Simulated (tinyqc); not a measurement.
Worked calculation: WKB tunnelling through a gate dielectric with a two-band (Franz) dispersion. Values are carried at full precision from step to step, so a last printed digit may differ when a step is redone from the rounded ones.

Constants: hbar^2/2m0 = 3.80998211 eV angstrom^2.

Parameters, chosen for this exercise (of the size used for AlN on silicon; not measured data):

| symbol | value | unit | meaning |
|---|---|---|---|
| phi | 1.77 | eV | barrier above the electron energy at the emitter |
| t | 34 | angstrom | thickness |
| V | 0.8 | V | voltage across the layer |
| Eg | 6.06 | eV | gap of the dielectric |
| m | 0.34 | m0 | mass at the conduction edge |

## Shape of the barrier

Field V/t (1 V/angstrom = 100 MV/cm), the end of the forbidden region x_e = min(t, phi t/V), and u there.

field = 2.35 MV/cm
x_e = 34.00 angstrom
u(x_e) = 0.970 eV

V < phi: a trapezoid, direct tunnelling through the whole layer.

## Decay constant through the layer

At depth x the conduction edge lies u(x) = phi - V x/t above the electron. Parabolic: kappa = sqrt(m u/c). Franz: kappa = sqrt(m u (1 - u/Eg)/c), which vanishes at both band edges. c = hbar^2/2m0. T = exp(-2 integral of kappa dx) over the region u > 0; no image force, no prefactor, zero transverse momentum. The region ends at x_e = min(t, phi t/V); x_e < t is the Fowler-Nordheim regime.

Nine points x = j x_e/8.

kappa (1/angstrom):

| x (angstrom) | u (eV) | parabolic | Franz |
|---|---|---|---|
| 0.000 | 1.7700 | 0.3974 | 0.3344 |
| 4.250 | 1.6700 | 0.3860 | 0.3286 |
| 8.500 | 1.5700 | 0.3743 | 0.3222 |
| 12.750 | 1.4700 | 0.3622 | 0.3152 |
| 17.000 | 1.3700 | 0.3497 | 0.3076 |
| 21.250 | 1.2700 | 0.3367 | 0.2993 |
| 25.500 | 1.1700 | 0.3231 | 0.2903 |
| 29.750 | 1.0700 | 0.3090 | 0.2804 |
| 34.000 | 0.9700 | 0.2942 | 0.2696 |

At the emitter the Franz value is 15.9 % below the parabolic one, the factor sqrt(1 - phi/Eg).

## The integrals by Simpson's rule

Weights 1, 4, 2, 4, 2, 4, 2, 4, 1 times a third of the spacing.

integral of kappa dx: parabolic 11.845, Franz 10.396

## The integrals in closed form

Parabolic: (2/3) sqrt(m/c) (t/V) (phi^(3/2) - u_e^(3/2)). Franz: sqrt(m/c) Eg^(3/2) (t/V) (f(phi/Eg) - f(u_e/Eg)) with f(y) = ((2y - 1) sqrt(y (1 - y)) + arcsin(sqrt y))/4. u_e = max(phi - V, 0). T = exp(-2 I).

integral of kappa dx: parabolic 11.8453, Franz 10.3957

T: parabolic 5.14e-11, Franz 9.34e-10

The two-band dispersion raises T by a factor 18.2.

## Checks

- Franz integral in closed form against adaptive quadrature: both 10.3957.

Program tinyqc; command `OMP_NUM_THREADS=1 python tinyqc.py 1450207 1450208 out.jsonl`; about 0.01 s on one thread of a shared Intel(R) Xeon(R) Processor @ 2.30GHz.
